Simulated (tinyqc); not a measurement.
Inside a calculation: configuration-coordinate model of carrier capture at a defect. Values are carried at full precision from step to step, so a last printed digit may differ when a step is redone from the rounded ones.

Two parabolas of equal curvature k in one coordinate Q: with the carrier free at the band edge, U_f = k Q^2/2; with the carrier trapped, U_t = k (Q - dQ)^2/2 - ET. ER = k dQ^2/2, Huang-Rhys factor S = ER/hw, hw = 0.0646541 sqrt(k/M) eV for k in eV/angstrom^2 and M in u. The curves cross at a height Eb = (ER - ET)^2/(4 ER) above the free minimum.

Constants: kB = 8.617333262e-05 eV/K.

Inputs chosen for the exercise (of the size met at a DX centre in AlGaAs; not measured data): ET = 0.08 eV (thermal depth of the level below the band edge); ER = 0.92 eV (relaxation energy); hw = 0.01 eV (phonon energy of the mode); M = 40 u (mass of the mode); T = 150 K (temperature); nu = 1e+11 1/s (attempt rate).

## The two parabolas

Form S, k, dQ, the crossing point Qc = (ER - ET)/(k dQ), Eb, and the emission barrier Eb + ET.

S = 92.000
k = 0.9569 eV/angstrom^2
dQ = 1.3867 angstrom
Qc = 0.6330 angstrom

barriers (eV): capture 0.1917, emission 0.2717

ER > ET: the crossing lies between the two minima (large relaxation); at Q = 0 the trapped level lies above the band edge.

## Optical transitions

Vertical ionisation from the trapped minimum costs ET + ER; vertical capture from the free minimum releases ET - ER (none if negative); the band has a standard deviation sqrt(S hw^2 coth(hw/2kT)) with S = ER/hw, and a full width 2.35482 times that.

energies (eV): ionisation peak 1.000, zero-phonon 0.080, emission peak -0.840

coth(hw/2kT) = 2.7129
standard deviation = 0.1580 eV
full width = 0.3720 eV

Vertical capture would need energy: there is no luminescence peak (at most a tail of the broadened line), and a carrier freed by light must cross the barrier Eb to return or tunnel through it; where tunnelling is slow this gives persistent photoconductivity at low temperature. The optical peak exceeds the thermal depth by a factor 12.50.

## The multiphonon factor

Multiphonon factor for giving p = ET/hw phonons to the lattice: W = exp(-S (2 nb + 1)) ((nb + 1)/nb)^(p/2) I_p(x), nb = 1/(exp(hw/kT) - 1), x = 2 S sqrt(nb (nb + 1)), I_p the modified Bessel function. Classical limit: W = hw exp(-Eb/kT)/sqrt(4 pi ER kT). At T = 0: exp(-S) S^p/Gamma(p + 1).

Form p, nb, x and ln W, the classical ln W, and the capture time 1/(nu W).

p, nb, x: 8.0000  0.8564  232.0091

ln W: quantum -18.260, classical -18.488

capture time = 0.000852 s

The quantum factor is 1.26 times the classical one at kT/hw = 1.29: the classical form serves within a factor of e.

## Emission by detailed balance

For equal degeneracies and one band-edge state, emission time = capture time x exp(ET/kT).

ET/kT = 6.189
log10 of the emission time in s = -0.38

## Checks

- Ln W for the nearest whole p against the double Poisson sum over emitted and absorbed phonons: both -18.2605.

tinyqc: `OMP_NUM_THREADS=1 python tinyqc.py 1450163 1450164 out.jsonl`; about 0.01 s, one thread, shared Intel(R) Xeon(R) Processor @ 2.30GHz.
